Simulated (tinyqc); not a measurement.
From capture time back to defect density N_t: non-radiative capture by multiphonon emission, one effective mode. Computed by tinyqc, a small Python program. Command: `OMP_NUM_THREADS=1 python tinyqc.py 3027145 3027146 out.jsonl capture inv`. One thread of a shared host (Intel(R) Xeon(R) Processor @ 2.30GHz), about 0.06 s of CPU time with the checks.

The initial state (free carrier plus empty centre) lies dE above the final state; both have the same frequency and are displaced by dQ.

Inputs (values chosen for the exercise, for a model semiconductor): energy released dE = 0.434 eV; phonon energy hbar omega = 26 meV; Huang-Rhys factor S = 6.27; electron-phonon coupling W = 0.028 eV/(u^(1/2) angstrom); cell volume V = 2450 angstrom^3; degeneracy g = 1; broadening b = 16 meV; carrier mass m = 0.405 m_0; dielectric constant eps = 8.61; temperature T = 300 K.

Centre: attractive.

Constants: hbar^2/u = 4.18015928e-03 eV angstrom^2; k_B = 8.617333262e-05 eV/K; hbar = 6.582119569e-16 eV s; Ry = 13.605693123 eV; k_B = 1.380649e-23 J/K; m_0 = 9.1093837015e-31 kg.

Method:
- dQ = sqrt(2 S (hbar^2/u)/hbar omega); relaxation energy lambda = S hbar omega; phonons needed P = dE/hbar omega; classical barrier E_b = (dE - lambda)^2/(4 lambda); occupation n = 1/(exp(hbar omega/k_B T) - 1).
- Huang-Rhys weight for a net emission of p phonons: L_p = exp(-S (2n + 1)) ((n + 1)/n)^(p/2) I_p(2 S sqrt(n (n + 1))), I_p the modified Bessel function.
- M_p = sum_m w_m <m_i|Q|(m + p)_f>^2 with Q counted from the final minimum and Boltzmann weights w_m for m = 0..24; <m_i|Q|k_f> = sqrt((hbar^2/u)/(2 hbar omega)) [sqrt(k) <m|k-1> + sqrt(k+1) <m|k+1>], with overlaps of oscillators displaced by d = sqrt(2 S) summed on 1500 points from -16 to 16 + d.
- The delta function is a Gaussian of standard deviation b at dE - p hbar omega.
- C_0 = V (2 pi/hbar) g W^2 sum_p M_p Gaussian_p. The sum runs over the seven p from round(P) - 3 to round(P) + 3; 1 angstrom^3 = 1e-24 cm^3.
- Sommerfeld factor of an attractive centre: s(k) = 2 pi nu/(1 - exp(-2 pi nu)), nu = sqrt(Ry*/E), Ry* = Ry m/eps^2, averaged over (2/sqrt(pi)) sqrt(x) exp(-x) dx with x = E/k_B T = t^2 (trapezoid, t to 6 in steps of 0.01).
- C = s C_0; v = sqrt(3 k_B T/m); sigma = C/v; tau = 1/(C N_t).

Question. A run gave the result below. Find the defect density N_t, known to lie between 2.3e+15 and 5.8e+15 cm^-3.

capture time = 1.998849e-09 s

Answer.

Each step takes the trial c = (a f_b - b f_a)/(f_b - f_a), f being the result less the target and a, b, c the logarithms of the listed values; c replaces end b, the old b replaces a if the sign of f changed, and otherwise f_a is halved.

Scan of the range:
```
defect density N_t (cm^-3)  capture time (s)
2.30e+15                         2.80360e-09
2.68e+15                         2.40608e-09
3.13e+15                         2.06016e-09
3.65e+15                         1.76665e-09
4.26e+15                         1.51368e-09
4.97e+15                         1.29744e-09
5.80e+15                         1.11177e-09
```

False position (Illinois rule, in the logarithm of the input) inside the bracket:
```
step        end a        end b        trial  capture time (s)
1     3.13000e+15  3.65000e+15  3.23211e+15       1.99507e-09
2     3.13000e+15  3.23211e+15  3.22074e+15       2.00211e-09
3     3.23211e+15  3.22074e+15  3.22600e+15       1.99885e-09
4     3.22074e+15  3.22600e+15  3.22600e+15       1.99885e-09
5     3.22074e+15  3.22600e+15  3.22600e+15       1.99885e-09
6     3.22600e+15  3.22600e+15  3.22600e+15       1.99885e-09
```

Capture time falls at every point of a 13-point scan of the range (every second point is shown), so one value fits; it is bracketed by 3.13e15 and 3.65e15. The scan shows a pure power law with exponent -1.0000, so scaling from any one row also gives the answer directly. Answer: defect density N_t = 3.226e15 cm^-3.

Caution: the largest term is not the one nearest energy conservation, so C_0 depends strongly on the broadening b.
